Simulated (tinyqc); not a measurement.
# Inputs raised by 10 %, one at a time

Model: Born-von Karman spring model of a cubic crystal with one atom per cell. Computed by tinyqc, a small Python program. Command: `OMP_NUM_THREADS=1 python tinyqc.py 3025660 3025661 out.jsonl springs sens`. One thread of a shared host (Intel(R) Xeon(R) Processor @ 2.30GHz), about 0.3 s of CPU time with the checks.

First neighbours lie at a/2 (1,1,1) (8 of them), second at a (1,0,0) (6), with all permutations and signs; the volume per atom is Omega = a^3/2. Two shells of springs match a real metal only roughly, above all at the zone boundary.

Inputs (values chosen for the exercise, modelled on sodium):
```
quantity                value           unit
lattice constant a       4.23       angstrom
atomic mass M           22.99              u
radial spring k1L       0.242  eV/angstrom^2
transverse spring k1T   -0.01  eV/angstrom^2
radial spring k2L        0.03  eV/angstrom^2
transverse spring k2T  0.0053  eV/angstrom^2
mesh divisions n            6              -
temperature T             200              K
```

Lattice: bcc.

Constants: 1 eV/angstrom^3 = 160.2176634 GPa; u = 1.6605390666e-27 kg; nu for 1 eV/(angstrom^2 u) = 15.6333042 THz; h x 1 THz = 4.135667696 meV; k_B = 8.617333262e-05 eV/K; hbar^2/u = 4.18015928e-03 eV angstrom^2; hbar = 1.054571817e-34 J s; k_B = 1.380649e-23 J/K.

Method:
- [ij,kl] = (1/(2 Omega)) sum_R K_ij R_k R_l; C11 = [xx,xx], C44 = [xx,yy], C12 = 2 [xy,xy] - C44; B = (C11 + 2 C12)/3; Zener ratio A = 2 C44/(C11 - C12). K(R) = kL n n^T + kT (1 - n n^T).
- rho = M/Omega and v = sqrt(C/rho), with C = C11, C44, C44 along [100]; (C11 + C12 + 2 C44)/2, C44, (C11 - C12)/2 along [110]; (C11 + 2 C12 + 4 C44)/3 and twice (C11 - C12 + C44)/3 along [111].
- A neighbour at R with unit vector n couples by the matrix K(R) = kL n n^T + kT (1 - n n^T), and D(q) = (1/M) sum_R K(R) [1 - cos(q.R)].
- An eigenvalue lambda of D in eV/(angstrom^2 u) gives nu = 15.6333042 THz x sqrt(lambda).
- Mesh: q = sum_i (m_i + 1/2)/n b_i, m_i = 0..n-1, with b = [[0, 1, 1], [1, 0, 1], [1, 1, 0]] in 2 pi/a; sums are averages over the n^3 points, per atom.
- With x = h nu/(k_B T) and n = 1/(exp(x) - 1) for each mode: F = k_B T [x/2 + ln(1 - exp(-x))], U = k_B T x (n + 1/2), S/k_B = x n - ln(1 - exp(-x)), C/k_B = x^2 n (n + 1).
- <u_x^2> = (1/3) sum over modes of hbar^2/(2 M h nu) coth(x/2); zero-point energy = sum h nu/2. <u_x^2> converges slowly with the mesh, from below, with an error of order 1/n.
- Christoffel matrix G_xx = C11 n_x^2 + C44 (1 - n_x^2), G_xy = (C12 + C44) n_x n_y, with eigenvalues rho v^2; v_m^-3 is the mean of v^-3 over three branches and all directions (12 Gauss-Legendre points in cos(theta) times 24 angles phi = (j + 1/2) pi/12); q_D = (6 pi^2/Omega)^(1/3); Theta = hbar v_m q_D/k_B.

Runs:
```
input moved                             from      to  C11 (GPa)  elastic Debye temperature (K)  <u_x^2> (angstrom^2)  zero-point energy (meV/atom)
base run                                   -       -     7.8783                         144.04              0.049599                        15.680
lattice constant a (angstrom)           4.23   4.653     7.1621                         144.04              0.049599                        15.680
atomic mass M (u)                      22.99  25.289     7.8783                         137.34              0.049520                        14.950
radial spring k1L (eV/angstrom^2)      0.242  0.2662     8.4894                         148.14              0.045810                        16.405
radial spring k2L (eV/angstrom^2)       0.03   0.033     8.1056                         149.56              0.048137                        15.772
transverse spring k1T (eV/angstrom^2)  -0.01  -0.011     7.8278                         139.83              0.050836                        15.599
temperature T (K)                        200     220     7.8783                         144.04              0.054393                        15.680
```

Exponents ln(y'/y) / ln(x'/x):
```
input                     C11  elastic Debye temperature  <u_x^2>  zero-point energy
lattice constant a     -1.000                      0.000    0.000              0.000
atomic mass M           0.000                     -0.500   -0.017             -0.500
radial spring k1L       0.784                      0.294   -0.834              0.474
radial spring k2L       0.298                      0.395   -0.314              0.061
transverse spring k1T  -0.067                     -0.311    0.259             -0.054
temperature T           0.000                      0.000    0.968              0.000
```

Among the inputs moved here: C11 answers most in size to lattice constant a (exponent -1.000), next to radial spring k1L (+0.784); its exponent is below 0.0005 for atomic mass M, temperature T. Its exponent -1.000 in lattice constant a: at fixed springs C scales as k/a. Elastic Debye temperature answers most in size to atomic mass M (exponent -0.500), next to radial spring k2L (+0.395); its exponent is below 0.0005 for lattice constant a, temperature T. Its exponent 0.000 in lattice constant a: v_m grows as a and q_D falls as 1/a. Its exponent -0.500 in atomic mass M: frequencies scale as M^(-1/2). <u_x^2> answers most in size to temperature T (exponent +0.968), next to radial spring k1L (-0.834); its exponent is below 0.0005 for lattice constant a. Its exponent -0.017 in atomic mass M: classical displacements do not depend on the mass. Its exponent +0.968 in temperature T: the classical law, k_B T over a spring constant. Zero-point energy answers most in size to atomic mass M (exponent -0.500), next to radial spring k1L (+0.474); its exponent is below 0.0005 for lattice constant a, temperature T. Its exponent -0.500 in atomic mass M: frequencies scale as M^(-1/2).
